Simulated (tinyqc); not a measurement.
# Admittance spectroscopy of a deep trap: effect of the bias

Schottky contact on an n-type layer with shallow donors Nd (all ionised) and a donor-like deep trap, neutral when filled and positive when empty; depletion approximation. Traps within lam of the depletion edge stay filled. The traps at xt = W - lam, where the level crosses the Fermi level, follow a slow signal and not a fast one. w = 2 pi f.

Emission rate en = sn vth(T) Nc(T) exp(-Et/kB T) = sn g T^2 exp(-Et/kB T), g = vth Nc/(300 K)^2, as vth goes as T^0.5 and Nc as T^1.5 (degeneracy factor 1). lam = sqrt(2 eps0 eps_r (EF - ET)/(q Nd)), EF - ET = Et - (kB T/q) ln(Nc(T)/Nd), Nc(T) = Nc (T/300 K)^1.5. In the steady state at the band bending V, 2 eps0 eps_r V/q = Nd W^2 + Nt (W - lam)^2 (the second term only if W > lam). V = Vbi + Vr. C_HF = eps0 eps_r/W, C_LF = eps0 eps_r (Nd + Nt)/(Nd W + Nt xt). Inflection frequency w0 = 2 en [1 + Nt xt/(Nd W)]; C = C_HF + (C_LF - C_HF)/(1 + (w/w0)^2), G/w = (C_LF - C_HF)(w/w0)/(1 + (w/w0)^2).

Parameters, values chosen for the exercise; material values close to those of silicon:

| symbol | value | unit | meaning |
|---|---|---|---|
| eps_r | 11.6 |  | relative permittivity |
| Nc | 2.77e19 | cm^-3 | conduction-band density of states at 300 K |
| vth | 2.3e7 | cm/s | thermal velocity at 300 K |
| Nd | 5.4e15 | cm^-3 | shallow donor density |
| Vbi | 0.81 | V | built-in voltage |
| Et | 0.22 | eV | depth of the trap below the conduction edge |
| sn | 9e-17 | cm^2 | capture cross-section |
| Nt | 4.2e15 | cm^-3 | trap density |
| T | 241 | K | temperature |

Constants: q = 1.602176634e-19 C, kB = 1.380649e-23 J/K, eps0 = 8.8541878128e-14 F/cm where lengths are in cm. Results are converted to the units shown.

Effect of the bias:
```
Vr (V)  W (nm)    xt/W  C_HF (nF/cm^2)  step (nF/cm^2)  step (% of C_HF)
0        371.9  0.7087           27.62           4.033             14.60
0.9      522.2  0.7926           19.67           1.963             9.979
1.7      623.9  0.8264           16.46           1.353             8.220
2.6      720.1  0.8496           14.26           1.005             7.044
3.4      795.3  0.8638           12.91          0.8182             6.336
4.3      871.7  0.8758           11.78          0.6772             5.748
5.1      934.2  0.8841           10.99          0.5875             5.343
6        999.5  0.8916           10.28          0.5114             4.977
```

xt/W rises from 0.709 to 0.892 since lam stays at 108 nm, and the relative step falls from 14.6 to 4.98 %: the nearer xt lies to W in proportion, the less the traps add.

Program tinyqc, `OMP_NUM_THREADS=1 python tinyqc.py 2050160 2050161 out.jsonl`; Intel Xeon 2.30GHz, shared host, one thread, about 0.01 s.
